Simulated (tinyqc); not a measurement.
## Metal-interlayer-semiconductor contact, depinning against tunnelling resistance: contact resistivity against the temperature

Zero bias, n-type semiconductor. Gap states at the semiconductor surface thin out as exp(-be ti), which unpins the barrier; electrons must then cross the interlayer (a rectangular barrier, no voltage drop across it) and the parabolic depleted layer, both by WKB. Energies E are counted from the Fermi level; no image force, parabolic bands.

Nc is given at 250 K and scales as (T/250 K)^1.5. S = 1/(1 + (1/S0 - 1) exp(-be ti)); phiB = S (phiM - chi) + (1 - S)(Eg - E0); xi = Ec - EF deep inside, from Nd = Nc F(-xi/Vt), F(x) = (2/sqrt(pi)) int_0^infinity sqrt(u) du/(1 + exp(u - x)); band bending U = phiB - xi; E00 = (hbar/2) sqrt(Nd/(eps0 eps_r mt m0)) in volts; A = 4 pi q mA m0 kB^2/h^3. With U = phiB - xi: for xi < E < phiB, y = (E - xi)/U and G1 = (U/E00) [sqrt(1 - y) - y ln((1 + sqrt(1 - y))/sqrt(y))], G1 = 0 above phiB; G2 = 2 ti sqrt(mi max(phiB + dE - E, 0)/C), C = hbar^2/(2 m0); f = 1/(1 + exp(E/Vt)); 1/rho_c = (A T^2/Vt^2) times the integral of exp(-G1 - G2) f over E from xi upwards. Shares under 0.001 % are printed as 0; rows without band bending are left out.

Values chosen for this exercise; semiconductor values close to those of gallium nitride; interlayer mass of the order of that in titanium dioxide, offset chosen freely:
- Eg = 3.49 eV (band gap)
- eps_r = 9.35 (relative permittivity)
- chi = 3.99 eV (electron affinity)
- Nc = 1.75e18 cm^-3 (conduction-band density of states at the reference temperature)
- mt = 0.194 m0 (tunnelling mass in the semiconductor)
- mA = 0.195 m0 (Richardson mass)
- Nd = 1.9e18 cm^-3 (donor density)
- E0 = 2.2 eV (charge-neutrality level above the valence band)
- S0 = 0.6 (pinning factor without interlayer)
- phiM = 4.06 eV (metal work function)
- ti = 1.4 nm (interlayer thickness)
- dE = 0.07 eV (conduction-band offset of the interlayer above the semiconductor)
- mi = 0.3 m0 (tunnelling mass in the interlayer)
- be = 5.5 1/nm (decay constant of gap states through the interlayer)

Constants: q = 1.602176634e-19 C, kB = 1.380649e-23 J/K, eps0 = 8.8541878128e-12 F/m, hbar = 1.054571817e-34 J s, h = 6.62607015e-34 J s, m0 = 9.1093837015e-31 kg, Vt = kB T/q, hbar^2/(2 m0) = 0.0380998212 eV nm^2. Results are converted to the units shown.

The same in every row: S = 1.00; phiB (eV) = 0.0704.

Results:
```
T (K)  E00/Vt  rho_c (ohm cm^2)  rho_c with G2 = 0 (ohm cm^2)  peak of the integrand (eV)  share above phiB (%)
150      1.47           2.03e-6                       1.41e-7                      0.0187                  5.83
200      1.10           1.12e-6                       9.49e-8                      0.0356                  19.1
250     0.882           6.46e-7                       6.79e-8                      0.0500                  36.1
300     0.735           3.93e-7                       5.15e-8                      0.0596                  51.9
350     0.630           2.53e-7                       4.11e-8                      0.0651                  64.5
400     0.551           1.72e-7                       3.41e-8                       0.140                  74.1
500     0.441           9.10e-8                       2.60e-8                       0.140                  86.7
```

Estimate the missing row, T = 450 K.

Computed row:
```
T (K)  E00/Vt  rho_c (ohm cm^2)  rho_c with G2 = 0 (ohm cm^2)  peak of the integrand (eV)  share above phiB (%)
450     0.490           1.22e-7                       2.93e-8                       0.140                  81.2
```

With this row back in the table: As T goes from 150 to 500, phiB stays at 0.0704 eV and rho_c falls from 2.03e-6 to 9.10e-8 ohm cm^2. The ratio of rho_c to its value with G2 = 0 runs from 14.4 to 3.50.

tinyqc, about 0.04 s, one thread, Intel Xeon 2.30GHz (shared host): `OMP_NUM_THREADS=1 python tinyqc.py 2270152 2270153 out.jsonl`
